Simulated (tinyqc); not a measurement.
Gap against bias: four-band model of biased bilayer graphene near K.

Basis A1, B1, A2, B2, with B1 below A2; p = kx + i ky, v_j = (sqrt3/2) a g_j. Diagonal -U/2, -U/2, U/2, U/2; <A1|B1> = <A2|B2> = v0 p*, <B1|A2> = g1, <A1|B2> = v3 p, <A1|A2> = <B1|B2> = -v4 p*.

Parameters, chosen for this exercise (near those used for Bernal bilayer graphene; the results hold for these values, not for the real material): a = 2.46 angstrom (lattice constant); g0 = 2.97 eV (hopping in a layer); g1 = 0.336 eV (hopping of the dimer sites); g3 = 0 eV (skew hopping A1-B2); g4 = 0 eV (skew hopping A1-A2).

Closed form for g3 = g4 = 0: gap U g1/sqrt(U^2 + g1^2), ring radius as (U/2 v0) sqrt((2 g1^2 + U^2)/(g1^2 + U^2)). Last column: lowest band 3 less highest band 2 of the full matrix on a polar grid, |k| = 0 to 0.08 in steps of 0.001 1/angstrom, angles 0, 15, 30, 45, 60 degrees.

Gap:

| U (eV) | gap (eV) | kg (1/angstrom) | gap/U | gap on the grid (eV) |
|---|---|---|---|---|
| 0.02 | 0.0200 | 0.0022 | 0.998 | 0.0200 |
| 0.05 | 0.0495 | 0.0056 | 0.989 | 0.0495 |
| 0.10 | 0.0958 | 0.0109 | 0.958 | 0.0958 |
| 0.15 | 0.1370 | 0.0161 | 0.913 | 0.1370 |
| 0.20 | 0.1719 | 0.0208 | 0.859 | 0.1719 |
| 0.30 | 0.2238 | 0.0296 | 0.746 | 0.2238 |
| 0.40 | 0.2573 | 0.0376 | 0.643 | 0.2573 |
| 0.60 | 0.2932 | 0.0528 | 0.489 | 0.2932 |

The gap follows U while U << g1 (ratio 0.989 at 0.05 eV) and bends towards g1 = 0.336 eV, reaching 0.293 eV at 0.6. Grid and formula agree within 0.05 meV. U is the screened difference, smaller than the applied field times the layer distance.

Run: tinyqc, `OMP_NUM_THREADS=1 python tinyqc.py 1481895 1481896 out.jsonl`; Intel(R) Xeon(R) Processor @ 2.30GHz, one thread, shared host; about 0.06 s of CPU time with all checks.
